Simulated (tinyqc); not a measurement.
MESFET, gradual channel with velocity saturation: two steps of the calculation.

A uniformly doped n-type channel, depleted from the top by a Schottky gate; at channel potential V the depleted share of a is u = sqrt((Vbi - Vg + V)/Vp), s at the source. Electrons drift with v = mu E/(1 + mu E/vsat). Abrupt depletion edge, no series resistance, source at 0.

Parameters, values chosen for the exercise; material values close to those of gallium arsenide:
- T = 300 K (temperature)
- eps_r = 13.1 (relative permittivity of the semiconductor)
- Nc = 4.36e17 cm^-3 (conduction-band density of states at T)
- Nd = 8.9e16 cm^-3 (donor density of the channel)
- a = 210 nm (channel thickness)
- mu = 4600 cm^2/(V s) (low-field mobility at this doping)
- vsat = 8.3e6 cm/s (saturation velocity)
- L = 10 um (gate length)
- W = 50 um (gate width)
- phiB = 0.78 V (Schottky barrier)
- Vg = 0 V (gate voltage)

Constants: q = 1.602176634e-19 C, kB = 1.380649e-23 J/K, Vt = kB T/q, eps0 = 8.8541878128e-14 F/cm where lengths are in cm. Results are converted to the units shown.

Task 1. Built-in and pinch-off voltages. Vbi = phiB - Vt ln(Nc/Nd); Vp = q Nd a^2/(2 eps0 eps_r); G0 = q mu Nd a W/L; Z = mu Vp/(vsat L); s = sqrt((Vbi - Vg)/Vp). VT = Vbi - Vp.

Wanted: Vbi; Vp; VT; G0; Z; s.

Result 1.

Vbi = 0.73892 V
Vp = 2.7107 V
VT = -1.9718 V
G0 = 6.8873 mS
Z = 1.5023
s = 0.52210

Z = 1.50: velocity saturation matters.

Task 2. The saturation point by Newton steps. a is the channel (half-)thickness, Vp its pinch-off voltage and Z = mu Vp/(vsat L); an iterate with u > 1 is an overshoot, not a physical state. f = (1 - u)(1 + Z (u^2 - s^2)) - Z F/3, F = 3 (u^2 - s^2) - 2 (u^3 - s^3); f' = -(1 + Z (u^2 - s^2)); u(new) = u - f/f'.

u after iteration 1 = 1.0000757
Z = 1.5023417
s = 0.52210100

Give: f; f'; u after iteration 2.

Result 2.

f = -0.23396
f' = -2.0930
u after iteration 2 = 0.88830

Numbers from tinyqc (`OMP_NUM_THREADS=1 python tinyqc.py 2500012 2500013 out.jsonl`; about 0.04 s on one thread of a shared Intel Xeon 2.30GHz).
